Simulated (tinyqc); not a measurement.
# Surface Green function of a dimerised chain, Sancho-Rubio decimation: end state of the dimerised chain

A semi-infinite lead of cells 0, 1, 2, ... with H0 inside a cell and H1 = <cell i|H|cell i + 1>. Cell A, B with A at the surface; -t1 joins A and B, -t2 joins B to the next A. z = E + i eta.

Start with e_s = e = H0, a = H1, b = H1^dagger. Each round: g = (z - e)^(-1); e_s <- e_s + a g b; e <- e + a g b + b g a; a <- a g a; b <- b g b (all with the old a, b). Round k joins cells 2^k apart. Stop when the largest entry of the matrices a and b is below 1e-12 eV; g_s = (z - e_s)^(-1), bulk (z - e)^(-1), density of states -Im Tr/pi. At E = dl and eta = 0.0001 eV the weight of a bound state on the first A site is -eta Im g_s(A, A).

Parameters, values chosen for the exercise: hopping between cells t2 = 2.2 eV; site energy, +dl on A and -dl on B dl = 0.32 eV.

Result of one run:
```
t1 (eV)  half gap sqrt(dl^2 + (t1 - t2)^2) (eV)  weight from g_s  1 - (t1/t2)^2, or 0
1.1                                      1.1456          0.75000              0.75000
```

What becomes of these results when the hopping inside the cell t1 is changed from 1.1 to 2.86 eV, all else the same?

Result of the changed run:
```
t1 (eV)  half gap sqrt(dl^2 + (t1 - t2)^2) (eV)  weight from g_s  1 - (t1/t2)^2, or 0
2.86                                    0.73348        3.8939e-9                    0
```

The whole series:
```
t1 (eV)  half gap sqrt(dl^2 + (t1 - t2)^2) (eV)  weight from g_s  1 - (t1/t2)^2, or 0
0.22                                     2.0057          0.99000              0.99000
0.66                                     1.5729          0.91000              0.91000
1.1                                      1.1456          0.75000              0.75000
1.54                                    0.73348          0.51000              0.51000
1.98                                    0.38833          0.19000              0.19000
2.42                                    0.38833        3.2684e-8                    0
2.86                                    0.73348        3.8939e-9                    0
3.3                                      1.1456        1.8543e-9                    0
```

For t1 < t2 = 2.2 eV the weak bond comes first and a state is bound to the end at E = dl; its weight on the first site falls from 0.990 to 0.190 over these rows and follows 1 - (t1/t2)^2. For t1 > t2 there is none, and the column holds only a remainder of order eta^2 (1.9e-9 in the last row).

Program tinyqc, `OMP_NUM_THREADS=1 python tinyqc.py 2680125 2680126 out.jsonl`; Intel Xeon 2.30GHz, shared host, one thread, about 0.02 s.
